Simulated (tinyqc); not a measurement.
Dispersion against the sound-wave line: Born-von Karman spring model of a cubic crystal with one atom per cell. Computed by tinyqc, a small Python program. Command: `OMP_NUM_THREADS=1 python tinyqc.py 3027057 3027058 out.jsonl springs walk`. One thread of a shared host (Intel(R) Xeon(R) Processor @ 2.30GHz), about 0.1 s of CPU time with the checks.

First neighbours lie at a/2 (1,1,0) (12 of them), second at a (1,0,0) (6), with all permutations and signs; the volume per atom is Omega = a^3/4. Two shells of springs match a real metal only roughly, above all at the zone boundary.

Inputs (values chosen for the exercise, modelled on aluminium):
```
quantity                 value           unit
atomic mass M            26.98              u
radial spring k1L         1.32  eV/angstrom^2
transverse spring k1T   -0.079  eV/angstrom^2
radial spring k2L         0.14  eV/angstrom^2
transverse spring k2T  -0.0082  eV/angstrom^2
```

Lattice: fcc.

Constants: nu for 1 eV/(angstrom^2 u) = 15.6333042 THz.

Method:
- A neighbour at R with unit vector n couples by the matrix K(R) = kL n n^T + kT (1 - n n^T), and D(q) = (1/M) sum_R K(R) [1 - cos(q.R)].
- An eigenvalue lambda of D in eV/(angstrom^2 u) gives nu = 15.6333042 THz x sqrt(lambda).
- The last column divides the top branch by the straight line with its slope at G. End points in 2 pi/a: X = (1, 0, 0), L = (0.5, 0.5, 0.5).

Frequencies (THz) along two lines:
```
line  fraction of the way    nu 1    nu 2    nu 3  nu 3 / linear
G-X                  0.10  0.9654  0.9654  1.6387        0.99365
G-X                  0.25  2.3661  2.3661  3.9632        0.96127
G-X                  0.40  3.6454  3.6454  5.9716        0.90525
G-X                  0.55  4.7329  4.7329  7.5465        0.83200
G-X                  0.70  5.5641  5.5641  8.6439        0.74878
G-X                  0.85  6.0862  6.0862  9.2778        0.66186
G-X                  1.00  6.2643  6.2643  9.4833        0.57504
G-L                  0.10  0.7209  0.7209  1.5429        0.99589
G-L                  0.25  1.7635  1.7635  3.7743        0.97450
G-L                  0.40  2.7087  2.7087  5.7972        0.93549
G-L                  0.55  3.5042  3.5042  7.4997        0.88016
G-L                  0.70  4.1061  4.1061  8.7878        0.81033
G-L                  0.85  4.4810  4.4810  9.5903        0.72827
G-L                  1.00  4.6084  4.6084  9.8628        0.63662
```

What does the comparison show, and why?

Along G-X the top branch ends at 58 % of its linear extrapolation. Along G-L the top branch ends at 64 % of its linear extrapolation, which is the 2/pi of a pure sine: planes normal to this line couple to their next planes alone. A Debye model keeps the straight line throughout.
